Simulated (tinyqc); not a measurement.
From results back to parameters: conductance of a narrow metal strip with scatterers (square lattice, Green functions). Three cases, with inputs chosen for the exercise.

Problem. Boundaries with reflection R, a distance dg apart, add incoherently to the scattering in a one-dimensional channel: rho/rho0 = 1 + (lam/dg) R/(1 - R). The ratio comes from a hidden R.

Case 1.

Values chosen (out of a larger set: hopping and spacing of the size met in Cu or Al; the lattice is a model; not measured data): lam = 27 nm (bulk mean free path); dg = 12 nm (distance between boundaries).

rho/rho0 = 4.37500

Case 2.

Values chosen (out of a larger set: hopping and spacing of the size met in Cu or Al; the lattice is a model; not measured data): lam = 16 nm (bulk mean free path); dg = 35 nm (distance between boundaries).

rho/rho0 = 1.14436

Case 3.

Values chosen (out of a larger set: hopping and spacing of the size met in Cu or Al; the lattice is a model; not measured data): lam = 38 nm (bulk mean free path); dg = 44 nm (distance between boundaries).

rho/rho0 = 1.50722

Find: R; effective mean free path lam rho0/rho.

Solution. y = (rho/rho0 - 1) dg/lam = R/(1 - R), so R = y/(1 + y).

Case 1.

R = 0.600
effective mean free path lam rho0/rho = 6.17 nm

Case 2.

R = 0.240
effective mean free path lam rho0/rho = 13.98 nm

Case 3.

R = 0.370
effective mean free path lam rho0/rho = 25.21 nm

Computed by tinyqc, one run a case: `OMP_NUM_THREADS=1 python tinyqc.py N N+1 out.jsonl` with N = 1450992, 1451038, 1451070; one thread of a shared Intel(R) Xeon(R) Processor @ 2.30GHz, about 0.01 s a run at most.
